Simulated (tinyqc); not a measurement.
Delta-doped layer in the Thomas-Fermi potential: sweeps and comparisons. A value that a table varies takes the place of the one given here.

All donors ionised in the plane z = 0, zero temperature, energies from the Fermi level EF of the Thomas-Fermi model, which lies at the bulk band edge; c = hbar^2/2m0, q = e^2/(4 pi eps0). gv = 4 equivalent valleys, m_d = sqrt(m3^3/mz) in the plane. With n = (gv/3 pi^2)(m3 (-V)/c)^(3/2) and V'' = -(4 pi q/eps) n for z > 0, the solution is V = -b/(|z| + z0)^4 with sqrt(b) = 20/K, K = (4 pi q/eps)(gv/3 pi^2)(m3/c)^(3/2), and z0^5 = 4b/(e F0), e F0 = 2 pi q N/eps; 1e13/cm^2 = 1e-3/angstrom^2. Exchange and correlation are left out.

Subbands solve -(c/m_z) psi'' + V psi = E psi on 1280 points of spacing z0/80; up to ten levels for each group, kept if bound with an rms width below 2.5 z0.

Constants: hbar^2/2m0 = 3.80998211 eV angstrom^2; e^2/(4 pi eps0) = 14.39964547 eV angstrom.

Values chosen for the exercise (near those of a delta-doped layer in Ge; the results hold for these values, not for the real material):
```
symbol  value                                      unit         meaning
m3      0.223                                      m0           density-of-states mass of a valley
mz      0.119                                      m0           mass along z
eps     15.8                                                    dielectric constant
Nl      (0.053, 0.11, 0.21, 0.37, 0.64, 1.1, 1.7)  x 1e13/cm^2  sheet densities
N       0.53                                       x 1e13/cm^2  donor sheet density
```

## Doping density

The well, the lowest level and the filling anew; at zero temperature n_i = g m_d (mu - E_i)/(2 pi c), with mu fixed by sum n_i = N.

Results:
```
N (1e13/cm^2)  z0 (angstrom)  depth (eV)  lowest (eV)  next - lowest (eV)  occupied  share of lowest (%)
0.053                  101.9      0.0077      -0.0011                   -         1                100.0
0.11                    88.0      0.0139      -0.0024                   -         1                100.0
0.21                    77.4      0.0233      -0.0046                   -         1                100.0
0.37                    69.1      0.0366      -0.0082                   -         1                100.0
0.64                    61.9      0.0567      -0.0140                   -         1                100.0
1.1                     55.6      0.0875      -0.0239                   -         1                100.0
1.7                     50.9      0.1239      -0.0364                   -         1                100.0
```

What does this show, and why?

The depth grows as N^(4/5) and z0 shrinks as N^(-1/5): factors 16.0 and 2.00 for 32 times the doping. The lowest level deepens faster, with exponent 1.00, since the zero-point energy takes a smaller share of a deeper well (85 % falling to 71 %). The number of occupied subbands stays at 1. Up to N = 0.21 the donor spacing exceeds 1.5 Bohr radii (one radius, a0 eps/m with the density-of-states mass, is 37 angstrom), where a uniform sheet is a crude picture of discrete donors (beyond about three radii electrons stay on single donors).

## What each parameter does

z0, depth, lowest level and its rms width. Each row changes one parameter from the base and keeps the others.

Results:
```
case                   z0 (angstrom)  depth (eV)  lowest (eV)  rms z (angstrom)
base                           64.29      0.0488      -0.0117             42.78
N = 0.318 x 1e13/cm^2          71.21      0.0324      -0.0070             54.07
eps = 14.2                     60.30      0.0509      -0.0117             42.38
m3 = 0.256 m0                  59.18      0.0449      -0.0095             46.27
mz = 0.101 m0                  64.29      0.0488      -0.0108             47.55
```

What does this show?

The largest shifts from the base row, up to three for each result and ties (the steps differ in size, so this ranks the rows, not the parameters). z0 (angstrom): N +6.92, m3 -5.11, eps -3.99; unchanged at the printed digits by mz. depth (eV): N -0.0164, m3 -0.0039, eps +0.0021; unchanged at the printed digits by mz. lowest (eV): N +0.0046, m3 +0.0022, mz +0.0009; unchanged at the printed digits by eps. rms z (angstrom): N +11.29, mz +4.77, m3 +3.49.

Computed by tinyqc, a small Python program: `OMP_NUM_THREADS=1 python tinyqc.py 1250327 1250328 out.jsonl` (the numbers bound the seed that draws the inputs); one thread of a shared host (Intel(R) Xeon(R) Processor @ 2.30GHz), about 0.05 s for the whole set of steps.
